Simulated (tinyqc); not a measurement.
Raising U: Hubbard ring of 6 sites, mean field against exact. Computed by the program tinyqc. Collinear unrestricted mean field (the lowest of 40 random starts) against exact diagonalisation.

one-body matrix (hopping and site energies) (eV):
```
         1        2        3        4        5        6
1  -0.0900  -1.5800   0.0000   0.0000   0.0000  -1.5800
2  -1.5800   0.0500  -1.5800   0.0000   0.0000   0.0000
3   0.0000  -1.5800  -0.2700  -1.5800   0.0000   0.0000
4   0.0000   0.0000  -1.5800  -0.0500  -1.5800   0.0000
5   0.0000   0.0000   0.0000  -1.5800   0.5100  -1.5800
6  -1.5800   0.0000   0.0000   0.0000  -1.5800   0.0900
```

electrons, up and down: 3  3

Exact and mean-field results (eV):

| U | U/t | E exact | E mean field | mean \|n_up - n_down\| | double occupancy, exact | first gap in the sector |
|---|---|---|---|---|---|---|
| 0.790 | 0.500 | -11.29310 | -11.25363 | 0.000 | 0.234 | 2.868 |
| 1.580 | 1.000 | -10.22395 | -10.06545 | 0.000 | 0.217 | 2.624 |
| 3.160 | 2.000 | -8.33278 | -7.69044 | 0.000 | 0.182 | 2.083 |
| 4.740 | 3.000 | -6.78277 | -5.54699 | 0.549 | 0.145 | 1.601 |
| 6.320 | 4.000 | -5.56835 | -4.25066 | 0.756 | 0.112 | 1.222 |
| 9.480 | 6.000 | -3.94946 | -2.84055 | 0.891 | 0.064 | 0.768 |
| 12.640 | 8.000 | -2.99825 | -2.09567 | 0.938 | 0.039 | 0.551 |
| 18.960 | 12.000 | -1.97246 | -1.32966 | 0.972 | 0.019 | 0.358 |
| 31.600 | 20.000 | -1.10712 | -0.70575 | 0.990 | 0.007 | 0.215 |

What does the comparison show, and why?

In absolute terms mean field is worst at U/t = 4.0, 1.318 eV too high: at small U it is nearly exact, and at large U it misses only exchange-scale energies. Its local moments set in at U/t = 3.0 of those listed, a broken symmetry that the exact state of a finite cluster with equal spins does not have. Relative to the exact energy its error is 0.3 % at the smallest U, 36 % at most and 36 % at the largest. The double occupancy falls from 0.234 to 0.007.
